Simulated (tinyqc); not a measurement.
## Inverter chain driving a load

N inverters, each f = Hc^(1/N) times larger than the one before: delay tau N (f + pp). Switched capacitance in units of the first input, with output capacitance pp times the input: Hc + (1 + pp)(Hc - 1)/(f - 1).

Inputs (values chosen for the exercise):

| symbol | value | unit | meaning |
|---|---|---|---|
| Hc | 100 |  | load over the input capacitance of the chain |
| pp | 1 |  | parasitic delay of an inverter |
| tau | 2 | ps | delay unit |

Inverter chain driving a load:
```
N	f	delay (ps)	switched capacitance
1	100.0	202.0	102.0
2	10.00	44.00	122.0
3	4.642	33.85	154.4
4	3.162	33.30	191.6
5	2.512	35.12	231.0
6	2.154	37.85	271.5
7	1.931	41.03	312.7
8	1.778	44.45	354.4
```

What does the comparison show?

The delay goes from 202 through a minimum of 33.3 (at N = 4 among the rows listed) to 44.5 ps. The best stage effort solves pp + rho (1 - ln rho) = 0, rho = 3.59, which gives N = ln Hc/ln rho = 3.60. One stage fewer than the best costs 1.7 % in delay and saves 19 % of the switched capacitance.

tinyqc, about 0.01 s, one thread, Intel Xeon 2.30GHz (shared host): `OMP_NUM_THREADS=1 python tinyqc.py 2082155 2082156 out.jsonl`
